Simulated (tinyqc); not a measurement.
Composition and strain of an epitaxial Si(1-x)Ge(x) layer from Raman and X-ray peaks: one step, computed by the program tinyqc.

A (001) layer, biaxially strained in the plane. The Raman peaks follow empirical lines omega = w0 + c1 x + c3 x^3 + b eps (c3 for Si-Ge alone), with eps the in-plane strain.

Task: Raman peaks. Insert x and eps in the three lines; the strain part is b eps.

Inputs (values chosen for the exercise, modelled on silicon-germanium):

| quantity | value | unit |
|---|---|---|
| Ge fraction x | 0.73 | - |
| Si-Si: w0 | 521 | 1/cm |
| Si-Si: c1 | -69.8 | 1/cm |
| Si-Si: strain coefficient b | -695 | 1/cm |
| Si-Ge: w0 | 399.8 | 1/cm |
| Si-Ge: c1 | 25.2 | 1/cm |
| Si-Ge: c3 | -32.5 | 1/cm |
| Si-Ge: strain coefficient b | -592 | 1/cm |
| Ge-Ge: w0 | 280.3 | 1/cm |
| Ge-Ge: c1 | 19 | 1/cm |
| Ge-Ge: strain coefficient b | -445 | 1/cm |

Substrate: relaxed alloy buffer.

in-plane strain eps = 0.9114838 per mille

Give: Si-Si peak; Si-Ge peak; Ge-Ge peak; strain parts.

Result:

Si-Si peak = 469.41 1/cm

Si-Ge peak = 405.01 1/cm

Ge-Ge peak = 293.76 1/cm

strain parts (1/cm): Si-Si -0.63348, Si-Ge -0.53960, Ge-Ge -0.40561

Read as unstrained, the Si-Si peak would give x = 0.739 in place of 0.73.
